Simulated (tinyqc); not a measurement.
Electron-beam lithography: double-Gaussian proximity function, edge placement and dose correction for parallel lines: one step, computed by the program tinyqc.

Lines are infinitely long. Absorbed energy is counted so that the middle of a very large area written at dose 1 receives 1; the resist develops where it exceeds 1/2.

Problem. Dose correction. Uncorrected edge energies are M 1. Solve M d = 1/2 for the doses d that put the mean edge energy of every line at the threshold.

M:
```
           1          2          3          4          5
1  0.4716275  0.0016484  0.0273909  0.0009102  0.0165384
2  0.2047208  0.2657234  0.0448198  0.0016080  0.0299167
3  0.1834928  0.0025191  0.3081561  0.0016846  0.0318969
4  0.1427842  0.0023389  0.0435831  0.2649217  0.0344650
5  0.1265276  0.0022049  0.0417819  0.0017449  0.2977054
```

Give: edge energies at dose 1; corrected doses; largest over smallest dose.

Solution.

edge energies at dose 1: 1 0.5181, 2 0.5468, 3 0.5277, 4 0.4881, 5 0.4700

corrected doses: 1 0.962, 2 0.852, 3 0.920, 4 1.063, 5 1.129

largest over smallest dose = 1.326
